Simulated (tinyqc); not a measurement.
Thermal stress, cracking, delamination and buckling of a thin film; Griffith cracks and misfitting inclusions: one step, computed by the program tinyqc.

Isotropic linear elasticity; the substrate is much thicker than the film; stress is positive in tension.

Task: Griffith crack in the substrate. Through crack of length 2a in plane strain: K_Ic = sqrt(2 gamma_s E_s/(1 - nu_s^2)); fracture stress = K_Ic/sqrt(pi a). An edge crack of depth a has K larger by 1.1215.

Inputs (values chosen for the exercise, modelled on a porous low-k oxide on silicon): substrate Young's modulus E_s = 142 GPa; substrate Poisson ratio nu_s = 0.21; flaw half length a = 0.58 micrometre; substrate surface energy gamma_s = 1.4 J/m^2.

Give: toughness K_Ic; fracture stress, inner crack; fracture stress, edge crack.

Result:

toughness K_Ic = 0.6449 MPa m^0.5

fracture stress, inner crack = 477.8 MPa

fracture stress, edge crack = 426.0 MPa

The inner crack lowers the strength to 3.4 % of the ideal E_s/10.
